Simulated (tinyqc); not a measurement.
Segment and feed resistance from two drops.

Inverse problem. A rail is fed at one end through Rq; K loads of Ij follow, each after a segment Rs. The drop at load j is K Ij Rq + Rs Ij sum_(l=1..j) (K - l + 1). Find Rs, Rq and the worst drop, at the middle, if the rail were fed through Rq at both ends: K Ij Rq/2 + Rs Ij K^2/8 with the load taken as continuous.

Inputs (values chosen for the exercise):
```
symbol  value  unit                meaning
K          23        number of equal loads
Ij          2    mA   current of each load
```

drops at the first and at the last load (mV): 20.93  203.09000

Solution. The difference of the two drops is Rs Ij K (K - 1)/2, which gives Rs; the first drop then gives Rq.

Rs = 0.360 ohm
Rq = 0.0950 ohm
drop at the middle with two feeds = 49.8 mV

tinyqc, about 0.09 s, one thread, Intel Xeon 2.30GHz (shared host): `OMP_NUM_THREADS=1 python tinyqc.py 2770160 2770161 out.jsonl`
